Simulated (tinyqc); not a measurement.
Worked calculation: one-electron ion in a basis of Gaussians. One step of it, computed by the program tinyqc.

Task: Matrices over normalised Gaussians. With p = a_i + a_j and I(k) = Gamma((k+1)/2) / (2 p^((k+1)/2)): S = I(2l+2), T = (2l+3) a_i a_j S / p, V = -Z I(2l+1), each divided by sqrt(S_ii S_jj).

exponents of r^l exp(-a r^2) (1/bohr^2): 0.232000  1.135000  5.556000  27.190000

Z = 2

l = 0

Give: S; T; V.

Result:

S, lower triangle:
```
        1       2       3       4
1  1.0000
2  0.6505  1.0000
3  0.2457  0.6503  1.0000
4  0.0784  0.2457  0.6504  1.0000
```

T (hartree), lower triangle:
```
        1       2       3        4
1  0.3480
2  0.3759  1.7025
3  0.1642  1.8387  8.3340
4  0.0541  0.8030  9.0016  40.7850
```

V (hartree), lower triangle:
```
         1        2        3         4
1  -1.5372
2  -1.7164  -3.4001
3  -1.3341  -3.7963  -7.5228
4  -0.9265  -2.9506  -8.3994  -16.6420
```
